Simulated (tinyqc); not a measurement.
Which face: thin-body film or fin with hard walls, valleys of the Si type.

Six ellipsoidal valleys with their long axes along the cube axes, mass ml along the axis and mt across it. For a valley whose axis makes the angle theta with the surface normal, 1/m_z = cos^2(theta)/ml + sin^2(theta)/mt sets the confinement; in the plane the masses are m_1 = mt and m_2 = ml mt/m_z, and m_d = sqrt(m_1 m_2).

A film of thickness t between hard walls, flat band inside: E_n = c (n pi/t)^2/m_z above the bulk edge, c = hbar^2/2m0. Without degeneracy the sheet density is N2 exp((EF - Ec)/kB T) with N2 = sum_i g m_d/(2 pi c) kB T exp(-E_i/kB T) over n = 1 to 40 of each group; a classical film has t Nc with Nc = 2 g_all (m_dos kB T/(4 pi c))^(3/2), m_dos = (ml mt^2)^(1/3). The threshold shift is dVt = kB T ln(t Nc/N2).

Constants: hbar^2/2m0 = 3.80998211 eV angstrom^2; kB = 8.617333262e-05 eV/K.

Values chosen for the exercise (near those of Si; shifted at random, so the results belong to these values and not to a real crystal):

| symbol | value | unit | meaning |
|---|---|---|---|
| ml | 0.926 | m0 | longitudinal mass |
| mt | 0.19 | m0 | transverse mass |
| T | 300 | K | temperature |
| t | 60 | angstrom | body thickness |
| g_all | 6 |  | number of valleys |

The same thickness on four faces; m_1 and m_2 are the in-plane masses of the lowest group.

Results:

| face | valleys of lowest | m_z | E1 (eV) | share (%) | dVt (mV) | m_1 | m_2 |
|---|---|---|---|---|---|---|---|
| (100) | 2 | 0.9260 | 0.0113 | 61.5 | 27.9 | 0.190 | 0.190 |
| (110) | 4 | 0.3153 | 0.0331 | 78.7 | 30.5 | 0.190 | 0.558 |
| (111) | 6 | 0.2585 | 0.0404 | 100.0 | 31.3 | 0.190 | 0.681 |
| (211) | 2 | 0.4042 | 0.0258 | 47.3 | 30.5 | 0.190 | 0.435 |

What can be read from this table?

The threshold shift is smallest on (100) (27.9 mV) and largest on (111) (31.3 mV). The lowest E1 belongs to (100), the same face: the heavy m_z outweighs the smaller number of valleys. Since m_z m_1 m_2 = ml mt^2 on every face, a heavy confinement mass comes with light masses in the plane.

Program tinyqc; command `OMP_NUM_THREADS=1 python tinyqc.py 1280648 1280649 out.jsonl`; about 0.01 s on one thread of a shared Intel(R) Xeon(R) Processor @ 2.30GHz.
